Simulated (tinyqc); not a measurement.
Front-illuminated p-i-n photodiode, quantum efficiency and bandwidth: one step of the calculation.

Light enters through a p layer (0 to xp), a depleted layer (xp to xp + wi) and a thick n substrate, decaying as exp(-al x); one pass, no back reflection. Carriers made in the depleted layer are all collected; those in the neutral layers diffuse.

Question. Response at one frequency. Drift response for pairs made in the depleted layer, a = al wi, g = 1 - exp(-a), u = 2 pi i f, te = wi/ve, th = wi/vh: electrons He = [g - a (exp(-a) - exp(-u te))/(u te - a)]/(u te g), holes Hh = [g - a (1 - exp(-a - u th))/(a + u th)]/(u th g); C = eps0 eps_r pi (dia/2)^2/wi + Cp; total |He + Hh|/sqrt(1 + (2 pi f RL C)^2), for the current of the depleted layer alone.

Parameters, values chosen for the exercise; values close to those of In0.53Ga0.47As at this wavelength:
- al = 7170 1/cm (absorption coefficient)
- eps_r = 13.5 (relative permittivity)
- wi = 0.91 um (thickness of the depleted layer)
- ve = 6.93e6 cm/s (electron drift velocity)
- vh = 4.78e6 cm/s (hole drift velocity)
- dia = 180 um (diameter)
- RL = 50 ohm (load resistance)
- Cp = 40 fF (parasitic capacitance)
- f = 12 GHz (modulation frequency)

Constants: eps0 = 8.8541878128e-14 F/cm where lengths are in cm. Results are converted to the units shown.

Wanted: te; th; He; Hh; |He + Hh|; C; total response.

Answer.

te = 13.13 ps
th = 19.04 ps
He = 0.5065-0.1826i
Hh = 0.3807-0.1827i
|He + Hh| = 0.9595
C = 3383 fF
total response = 0.07501

The drift response alone falls to 1/sqrt(2) at 34.9 GHz and the RC term alone at 0.941 GHz; together they give 0.941 GHz.

Numbers from tinyqc (`OMP_NUM_THREADS=1 python tinyqc.py 2250008 2250009 out.jsonl`; about 0.01 s on one thread of a shared Intel Xeon 2.30GHz).
